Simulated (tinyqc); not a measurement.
Worked calculation: surface photovoltage measurement of the minority-carrier diffusion length in a wafer. Computed by tinyqc, a small Python program that keeps every step. Command: `OMP_NUM_THREADS=1 python tinyqc.py 3130534 3130535 out.jsonl spv walk`. One thread of a shared host (Intel(R) Xeon(R) Processor @ 2.30GHz), about 0.01 s of CPU time with the checks. Intermediate numbers are printed to about 6 digits and carried at full precision; extremes and crossings named in words are read from the listed rows.

Low injection, steady light, a depletion layer much thinner than 1/alpha and L. The excess density dn is taken at the front edge of the neutral region; light that reaches the back is lost.

Inputs (values chosen for the exercise, modelled on p-type silicon at room temperature): diffusion length L = 18 micrometre; wafer thickness W = 725 micrometre; diffusivity D = 30.3 cm^2/s; front recombination velocity S_f = 14000 cm/s; back recombination velocity S_b = 490000 cm/s; photon flux entering = 1.7e+12 1/(cm^2 s); minority density at the surface barrier scale n_0 = 7.1e+08 1/cm^3; temperature T = 298 K; wavelength = 978 nm; relative noise of each reading = 1 %; diffusion length after pair splitting over L = 0.75; iron factor C = 1.02e+16 micrometre^2/cm^3.

Constants: k_B = 8.617333262e-05 eV/K.

## One wavelength

alpha = (84.732/lambda - 76.417)^2 per cm with lambda in micrometre (an empirical fit for silicon between 0.7 and 1.05 micrometre). Thick wafer: dn = Phi L/((S_f + D/L)(L + 1/alpha)). Finite wafer, with s = S_b L/D, w = W/L, a = alpha L: dn = [Phi a/(a^2 - 1)] [a - B - exp(-alpha W)(a - s)/(cosh w + s sinh w)]/(S_f + B D/L), B = (sinh w + s cosh w)/(cosh w + s sinh w). Photovoltage V = (k_B T/e) ln(1 + dn/n_0). Lifetime = L^2/D.

alpha = 104.470 1/cm

penetration depth 1/alpha = 95.7216 micrometre

dn, thick wafer = 8.72686e+06 1/cm^3

B = 1

dn, finite wafer = 8.72686e+06 1/cm^3

photovoltage V = 0.313713 mV

lifetime = 0.106931 microsecond

## The linear plot

normal deviates g for the noise: [0.62, 2.03, 0.19, -0.54, 1.71, -2.22, -1.57]

Readings y = (Phi/dn) (1 + noise x g) at 780, 830, 880, 920, 950, 975 and 995 nm; a least-squares line y = c (1/alpha + L_app) gives L_app = intercept/slope.

Readings:
```
lambda (nm)  1/alpha (micrometre)  y (cm/s)  line (cm/s)
780                         9.636     47634        48517
830                        15.176     57983        57771
880                        25.330     74363        74733
920                        40.658     99936       100337
950                        61.278    138123       134784
975                        90.917    182429       184295
995                       130.888    251035       251065
```

slope = 1670.48 cm/(s micrometre)

apparent length L_app = 19.4074 micrometre

error of L_app (rounded to 0.001) = 7.819 %

At W/L = 40.3 the finite thickness shifts L_app by less than 0.05 %. S_f scales all readings alike and leaves L_app unchanged.

## Where the wafer is too thin

No noise; L is varied at fixed W, and the last two columns set S_b to 0 and to 1e7 cm/s.

Apparent length (micrometre):
```
L           W/L  given S_b  S_b = 0  S_b = 1e7
36.2    20.0276     36.200     36.2     36.200
72.5    10.0000     72.500     72.5     72.500
145.0    5.0000    144.879    145.1    144.878
218.0    3.3257    215.835    220.0    215.824
362.0    2.0028    334.517    390.2    334.433
580.0    1.2500    444.955    746.1    444.718
942.0    0.7696    522.516   1634.2    522.115
1520.0   0.4770    561.439   3724.5    560.938
2900.0   0.2500    581.494  10443.8    580.938
```

With a fast back surface L_app levels off, at 581 micrometre in the last row; with a passive one it reaches up to 3.60 times L among these rows and is 10400 in the last. All three columns are within 5 % of L down to W/L = 3.3.

## Iron from two lengths

Splitting iron-boron pairs in boron-doped silicon shortens L; with nothing else changing, [Fe] = C (1/L_after^2 - 1/L^2). It is evaluated with the true lengths and with the apparent ones (without noise), which differ when the wafer is not thick against L.

L_after = 13.5 micrometre

[Fe] from the true lengths = 2.44856e+13 1/cm^3

[Fe] from the apparent lengths = 2.44856e+13 1/cm^3

bias, apparent over true less 1 (rounded to 0.001) = 0 %

Checks made by the program: dn against a finite-difference solution (relative difference 9e-06).
